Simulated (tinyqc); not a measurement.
# Donor binding, ionisation and the Mott limit, step by step

Numbers from tinyqc (`OMP_NUM_THREADS=1 python tinyqc.py 2330049 2330050 out.jsonl`; about 0.01 s on one thread of a shared Intel Xeon 2.30GHz). Printed values are rounded.

Hydrogenic donor: Ry = (m0 q^3/(8 eps0^2 h^2)) me/eps_r^2 in eV, E0 = cc Ry, radius a = q/(8 pi eps0 eps_r E0), Mott density Nm = (0.26/a)^3. Below Nm the level sinks as Ed = E0 [1 - (N/Nm)^(1/3)]. Neutrality: Nc F12(eta) = N/(1 + 2 exp(eta + Ed/kB T)), F12(x) = (2/sqrt(pi)) int_0^infinity sqrt(u)/(1 + exp(u - x)) du.

Inputs (values chosen for the exercise); band and dielectric values close to those of gallium nitride:

| symbol | value | unit | meaning |
|---|---|---|---|
| T | 200 | K | temperature |
| eps_r | 9.32 |  | relative permittivity |
| me | 0.204 | m0 | mass in the hydrogenic formula, set independently of Nc |
| Nc | 1.24e18 | cm^-3 | conduction-band density of states at 200 K |
| cc | 1 |  | ratio of the true binding energy to the hydrogenic one |
| N | 1e17 | cm^-3 | donor density |

Constants: q = 1.602176634e-19 C, kB = 1.380649e-23 J/K, eps0 = 8.8541878128e-12 F/m, h = 6.62607015e-34 J s, m0 = 9.1093837015e-31 kg, Vt = kB T/q. Results are converted to the units shown.

Range of the model: A sharp level with degeneracy 2 overstates freeze-out near Nm, where the impurity band broadens and merges with the conduction band.

## Binding energy, radius and Mott density

The mean spacing of the donors is N^(-1/3).

Ry = 31.9535 meV
E0 = 31.9535 meV
a = 2.41761 nm
Nm = 1.24383e18 cm^-3
spacing over a = 8.91141
Ed = 18.1624 meV

## Ionisation

Solve the neutrality equation for eta. Boltzmann form: with k = (Nc/2) exp(-Ed/kB T) the ionised share is [-k + sqrt(k^2 + 4 k N)]/(2 N).

eta = -2.79672
ionised share = 74.0725 %
n = 7.40725e16 cm^-3
ionised share, Boltzmann form = 74.3935 %

With the level held at E0 the share would be 61.0 %.
